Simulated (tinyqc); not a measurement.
From effective mobility mu_eff back to temperature T: field-effect mobility of a thin-film transistor with band-tail and deep states (multiple trapping). Computed by tinyqc, a small Python program. Command: `OMP_NUM_THREADS=1 python tinyqc.py 3031404 3031405 out.jsonl tft inv`. One thread of a shared host (Intel(R) Xeon(R) Processor @ 2.30GHz), about 0.3 s of CPU time with the checks.

A thick film in accumulation at small drain voltage. Only free electrons move; trapped ones still screen the gate. N_c and mu_0 are held fixed when T changes, leaving out the T^(3/2) growth of N_c. x = E_0 - psi is the distance of the Fermi level below the band edge.

Inputs (values chosen for the exercise, modelled on nanocrystalline ZnO): permittivity eps = 8.5; effective density of states N_c = 3.8e+18 1/cm^3; band mobility mu_0 = 38 cm^2/(V s); tail density at the edge g_t = 7.5e+19 1/(eV cm^3); tail width E_t = 32 meV; flat-band Fermi level below the edge, E_0 = 0.47 eV; equivalent oxide thickness t = 6.9 nm; surface band bending psi_s as a fraction of E_0 = 0.84.

Deep states: none.

Constants: k_B = 8.617333262e-05 eV/K; e = 1.602176634e-19 C; eps_0 = 8.8541878128e-12 F/m.

Method:
- F_j(eta) = int_0^infinity x^j/(1 + exp(x - eta)) dx, without a gamma-function factor.
- Integrals over x = E/(k_B T) use 160 Gauss-Legendre points in u = sqrt(x) from 0 to sqrt(max(eta, 0) + 32).
- Free n(x) = N_c (2/sqrt(pi)) F_1/2(-x/k_B T), with F_1/2 from its two-term series in exp(-x/k_B T) for x >= 12 k_B T; tail n_t(x) = int_0^1.2eV g_t exp(-E/E_t)/(1 + exp((x - E)/k_B T)) dE, E counted down from the edge, 120 Gauss-Legendre points; space charge rho(psi) = n + n_t less its value at psi = 0.
- Poisson: F(psi) = sqrt((2 e/(eps eps_0)) int_0^psi rho dpsi'); V_G - V_FB = psi_s + eps F(psi_s) t/3.9; free sheet density N_f = int (n - n(E_0))/F dpsi; induced sheet density N_i = eps eps_0 F(psi_s)/e; trapezoid rule on 301 even points in psi, the first interval left out of N_f.
- mu_eff = mu_0 N_f/N_i; field-effect mobility mu_FE = mu_0 e (dN_f/dV_G)/C_ox and swing S = dV_G/dlog10(N_f), by a central difference of +/- 2 mV in psi_s; C_ox = 3.9 eps_0/t.

Problem. A run gave the result below. Find the temperature T, known to lie between 230 and 340 K.

effective mobility mu_eff = 6.772225 cm^2/(V s)

Solution.

Each step takes the trial c = (a f_b - b f_a)/(f_b - f_a), f being the result less the target and a, b, c the logarithms of the listed values; c replaces end b, the old b replaces a if the sign of f changed, and otherwise f_a is halved.

Scan of the range:
```
temperature T (K)  effective mobility mu_eff (cm^2/(V s))
230                                               3.04409
245                                               3.80844
262                                               4.72031
280                                               5.71072
298                                               6.70126
319                                               7.83024
340                                               8.90878
```

False position (Illinois rule, in the logarithm of the input) inside the bracket:
```
step    end a    end b    trial  effective mobility mu_eff (cm^2/(V s))
1     298.000  319.000  299.278                                 6.77104
2     319.000  299.278  299.300                                 6.77221
3     319.000  299.300  299.300                                 6.77224
4     299.300  299.300  299.300                                 6.77222
```

Effective mobility mu_eff rises at every point of a 13-point scan of the range (every second point is shown), so one value fits; it is bracketed by 298 and 319. Answer: temperature T = 299.3 K.
